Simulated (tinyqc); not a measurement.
What a faster ramp buys: rapid thermal processing of a wafer: radiative balance, ramp and cooling, pattern effects, pyrometer error and spike budget. Computed by tinyqc, a small Python program. Command: `OMP_NUM_THREADS=1 python tinyqc.py 3112336 3112337 out.jsonl rtp walk`. One thread of a shared host (Intel(R) Xeon(R) Processor @ 2.30GHz), about 0.04 s of CPU time with the checks.

The wafer is opaque and uniform through its thickness unless said otherwise; temperatures in formulas are in kelvin (C + 273.15). sigma = 5.670374419e-12 W/(cm^2 K^4).

Inputs (values chosen for the exercise, modelled on a hot silicon wafer):
```
quantity                                              value         unit
wafer thickness d                                       775   micrometre
heat capacity per volume C                             2.08   J/(cm^3 K)
thermal conductivity k                                 0.21     W/(cm K)
emissivity eps of each face                            0.71            -
reflectivity of the chamber walls r                     0.3            -
gas heat-transfer coefficient h, both faces together    4.1  mW/(cm^2 K)
wall temperature T_w                                    700            K
process temperature                                     801            C
starting temperature                                    500            C
ramp rate                                               210          K/s
activation energy of the process E_a                      4           eV
```

Constants: k_B = 8.617333262e-05 eV/K.

Method:
- Effective emissivity between parallel grey plates: eps_eff = 1/(1/eps + 1/(1 - r) - 1). Loss per area q(T) = 2 eps_eff sigma (T^4 - T_w^4) + h (T - T_w).
- Absorbed power during a ramp = q(T) + C d x ramp rate; thermal time constant tau = C d/(dq/dT), dq/dT = 8 eps_eff sigma T^3 + h; natural cooling rate q/(C d); front-to-back difference under one-sided heating at the end of the ramp = (absorbed power) d/(2 k).
- Cooling with the lamps off: C d dT/dt = -q(T), integrated adaptively (relative tolerance 1e-10).
- Spike anneal: linear ramp to the peak, then lamps off. Equivalent time at the peak = int exp(-(E_a/k_B)(1/T - 1/T_peak)) dt; estimate (k_B T^2/E_a)(1/ramp rate + 1/cooling rate). The ramp part uses 4000 trapezoid steps, the cooling part 4000 steps over 4 tau.

time constant tau = 4.64496 s

holding power q = 8.27017 W/cm^2

natural cooling rate = 51.3038 K/s

Against the ramp rate:
```
ramp (K/s)  ramp part (s)  cooling part (s)  total (s)  power at the peak (W/cm^2)
10                 2.3779           0.51493     2.8929                        9.88
25                 0.9512           0.51493     1.4661                       12.30
50                 0.4756           0.51493     0.9905                       16.33
100                0.2378           0.51493     0.7527                       24.39
250                0.0951           0.51493     0.6101                       48.57
500                0.0476           0.51493     0.5625                       88.87
1000               0.0238           0.51493     0.5387                      169.47
```

From 10 to 100 K/s the total falls by a factor 3.8, from 100 to 1000 K/s by 1.40: the cooling part, 0.515 s, is a floor, and the natural cooling rate here is 51.3 K/s.

Extremes, crossings and ranges named in words are read from the listed rows.
